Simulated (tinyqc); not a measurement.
## Sheet resistance and contact resistivity from two gaps

Question. A circular structure with r0 >> Lt has R = (Rsh/2 pi) [Lt (1/r0 + 1/r1) + ln(r1/r0)], r1 = r0 + sp, Lt = sqrt(rc/Rsh). Find Rsh, Lt and rc.

Values chosen for this exercise: radius of the inner contact r0 = 65 um.

R at sp = 13 and 58 um (ohm): 2.9553334  7.9533549

Answer. R is linear in Rsh and Rsh Lt, so two gaps give both.

Rsh = 71.0 ohm/sq
Lt = 2.81 um
rc = 5.60e-6 ohm cm^2

Numbers from tinyqc (`OMP_NUM_THREADS=1 python tinyqc.py 2760111 2760112 out.jsonl`; about 0.01 s on one thread of a shared Intel Xeon 2.30GHz).
